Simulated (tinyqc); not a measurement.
# Bandgap voltage reference from two bipolar transistors, step by step

Computed by the program tinyqc: `OMP_NUM_THREADS=1 python tinyqc.py 2062203 2062204 out.jsonl`, one thread of a shared Intel Xeon 2.30GHz, about 0.03 s for the whole run. Printed values are rounded.

Two transistors of area 1 and N carry the same current I. Is(T) = Is (T/T0)^eta exp[(Vg0 q/kB)(1/T0 - 1/T)], VBE1 = Vt ln(I/Is(T)) + I rb, VBE2 = Vt ln(I/(N Is(T))) + I rb/N. The amplifier forces I R1(T) = VBE1 - VBE2 + Vos, with R(T) = R (1 + tc (T - T0)) for both resistors, and the output is Vref = VBE1 + I R2(T). Base currents and the Early effect are neglected.

Inputs (values chosen for the exercise); values of the order met in silicon bipolar transistors:
- T0 = 300 K (reference temperature)
- Vg0 = 1.163 V (band-gap voltage extrapolated to 0 K)
- eta = 3.1 (temperature exponent of the saturation current)
- Is = 6.1e-17 A (saturation current of the unit transistor at T0)
- N = 15 (area ratio of the second transistor)
- R1 = 2.1 kohm (resistor across which the difference of VBE falls, at T0)
- tc = 0 ppm/K (temperature coefficient of both resistors)
- Vos = 0 mV (offset of the amplifier)
- rb = 12 ohm (series resistance of the unit transistor)
- R2 = 14.99 kohm (output resistor at T0)
- T = 233 K (temperature)

Constants: q = 1.602176634e-19 C, kB = 1.380649e-23 J/K. Results are converted to the units shown.

## Operating point at the reference temperature

Vt = kB T/q; I = (Vt ln N + Vos)/(R1(T) - rb (1 - 1/N)). Evaluate at T = T0.

Vt = 0.0258520 V
I = 33.5161 uA
Is(T) = 6.1e-17 A
VBE1 = 0.699238 V
I R2 = 0.502407 V
Vref = 1.20164 V

## Operating point at another temperature

Vt = kB T/q; I = (Vt ln N + Vos)/(R1(T) - rb (1 - 1/N)).

Vt = 0.0200784 V
I = 26.0309 uA
Is(T) = 6.71377e-23 A
VBE1 = 0.813468 V
I R2 = 0.390203 V
Vref = 1.20367 V

From T0 to T, VBE1 changes by 114 mV and I R2 by -112 mV, which leaves 2.03 mV in Vref.

## Resistor for zero slope at T0, ideal case

With tc = 0, Vos = 0 and rb = 0 the current is proportional to T, dVBE/dT = (VBE - Vg0 - (eta - 1) Vt)/T, and Vref has zero slope at T0 when Vref = Vg0 + (eta - 1) Vt0. Find VBE1, its slope, that Vref, R2/R1 and the curvature d2Vref/dT2 = -(eta - 1) kB/(q T0).

VBE1 = 0.698698 V
dVBE/dT = -1.72864 mV/K
Vref = 1.21729 V
R2/R1 = 7.40755
curvature = -0.603213 uV/K^2
